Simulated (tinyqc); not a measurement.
# Fully depleted semiconductor-on-insulator film with two gates, non-linear Poisson equation by Newton steps: what changes with what

One dimension across the film, front interface at x = 0, back interface at x = ts. psi is counted from the intrinsic level, n = ni exp(psi/Vt) (source grounded), holes neglected, acceptors ionised. Gates act through Cox = eps0 eox/tox and Cbox = 3.9 eps0/tb with potentials G1 = Vg - (phiM - chi - Vt ln(Nc/ni)) and G2 = Vb - (phiB - chi - Vt ln(Nc/ni)). Classical Boltzmann densities, no interface charge, no depletion in the back plane.

Values chosen for this exercise; band and dielectric values close to those of silicon:

| symbol | value | unit | meaning |
|---|---|---|---|
| T | 350 | K | temperature |
| Eg | 1.1 | eV | band gap |
| eps_r | 11.7 |  | relative permittivity |
| Nc | 3.49e19 | cm^-3 | conduction-band density of states at T |
| Nv | 3.29e19 | cm^-3 | valence-band density of states at T |
| chi | 4.08 | eV | electron affinity |
| eox | 3.9 |  | relative permittivity of the gate insulator (close to silicon dioxide) |
| tox | 4.1 | nm | insulator thickness |
| ts | 24 | nm | film thickness |
| tb | 15 | nm | buried-oxide thickness (eps_r 3.9) |
| Na | 1e15 | cm^-3 | acceptor density of the film |
| phiM | 4.65 | eV | work function of the front gate |
| phiB | 5.13 | eV | work function of the back plane |
| Vb | 0 | V | back-gate voltage |

Constants: q = 1.602176634e-19 C, kB = 1.380649e-23 J/K, Vt = kB T/q, eps0 = 8.8541878128e-14 F/cm where lengths are in cm. Results are converted to the units shown.

Each table varies one quantity; the others keep the values above.

## Charge against front-gate voltage

ni = sqrt(Nc Nv) exp(-Eg/(2 Vt)), Eg in volts. The Poisson equation eps0 eps_r d2psi/dx2 = q (n + Na), with -eps0 eps_r dpsi/dx = Cox (G1 - psi) at x = 0 and eps0 eps_r dpsi/dx = Cbox (G2 - psi) at x = ts, is solved on 300 equal intervals with half boxes at both ends; N_inv is the trapezoid sum of n. Swing = ln 10/(d ln N_inv/dVg); the last column is (dN_inv/dVb)/(dN_inv/dVg).

Results:

| Vg (V) | psi front (V) | psi back (V) | N_inv (cm^-2) | centroid/ts | swing (mV/decade) | q dN_inv/dVg over Cox | back/front leverage |
|---|---|---|---|---|---|---|---|
| 0.22 | 0.0947 | -0.112 | 3.28e6 | 0.145 | 86.2 | 1.67e-5 | 0.241 |
| 0.37 | 0.222 | -0.0292 | 1.84e8 | 0.120 | 85.5 | 9.44e-4 | 0.229 |
| 0.52 | 0.348 | 0.0526 | 1.01e10 | 0.102 | 89.6 | 0.0494 | 0.221 |
| 0.67 | 0.445 | 0.112 | 2.04e11 | 0.0873 | 180 | 0.499 | 0.215 |
| 0.82 | 0.490 | 0.133 | 7.22e11 | 0.0752 | 416 | 0.761 | 0.209 |
| 0.97 | 0.517 | 0.141 | 1.36e12 | 0.0660 | 703 | 0.848 | 0.205 |
| 1.12 | 0.535 | 0.146 | 2.05e12 | 0.0589 | 1.01e3 | 0.889 | 0.202 |
| 1.42 | 0.560 | 0.150 | 3.48e12 | 0.0490 | 1.64e3 | 0.928 | 0.199 |

Estimate the missing row, Vg = 1.27 V.

Computed row:

| Vg (V) | psi front (V) | psi back (V) | N_inv (cm^-2) | centroid/ts | swing (mV/decade) | q dN_inv/dVg over Cox | back/front leverage |
|---|---|---|---|---|---|---|---|
| 1.27 | 0.549 | 0.148 | 2.76e12 | 0.0534 | 1.32e3 | 0.912 | 0.200 |

With this row back in the table: N_inv passes 1e11 cm^-2 at Vg = 0.623 V. The swing starts at 86.2 mV a decade, against (1 + k) Vt ln 10 = 81.8 for a front channel with k = Cs Cbox/(Cox (Cs + Cbox)) = 0.178, Cs = eps0 eps_r/ts; above threshold this column is no longer a subthreshold swing. The centroid falls from 0.145 to 0.0490 of ts and the leverage of the back gate falls from 0.241 to 0.199. For Vg = 0.97, 1.12, 1.27, 1.42 the density at an interface exceeds 0.3 Nc, where Boltzmann statistics fail. For Vg = 0.37, 0.52, 0.67, 0.82, 0.97, 1.12, 1.27, 1.42 the classical centroid lies within 3 nm of an interface, where confinement, left out, would push it away.

## Threshold and coupling against the acceptor density of the film

VT is the Vg for N_inv = 1e11 cm^-2; -dVT/dVb from the linearised equation. Limits with Cs = eps0 eps_r/ts: front channel Cs Cbox/(Cox (Cs + Cbox)), back channel Cbox (Cox + Cs)/(Cox Cs). Swing at N_inv = 1e8 cm^-2.

The same in every row: front-channel limit = 0.178; back-channel limit = 0.807.

Threshold and coupling against the acceptor density of the film:

| Na (cm^-3) | VT (V) | centroid/ts at VT | -dVT/dVb | swing (mV/decade) |
|---|---|---|---|---|
| 1e15 | 0.623 | 0.0918 | 0.217 | 85.5 |
| 3e15 | 0.624 | 0.0914 | 0.217 | 85.5 |
| 9e15 | 0.626 | 0.0904 | 0.216 | 85.5 |
| 3e16 | 0.636 | 0.0872 | 0.215 | 85.3 |
| 8e16 | 0.658 | 0.0800 | 0.212 | 84.9 |
| 2e17 | 0.710 | 0.0664 | 0.206 | 84.3 |
| 7e17 | 0.919 | 0.0374 | 0.194 | 83.1 |

Read the table: what changes, and by how much?

As Na goes from 1e15 to 7e17, VT rises from 0.623 to 0.919 V, the centroid falls from 0.0918 to 0.0374 of ts and -dVT/dVb falls from 0.217 to 0.194. The coupling covers 6.13 % of the way from the front-channel to the back-channel limit in the first row and 2.46 % in the last.

tinyqc, about 0.6 s, one thread, Intel Xeon 2.30GHz (shared host): `OMP_NUM_THREADS=1 python tinyqc.py 2190131 2190132 out.jsonl`
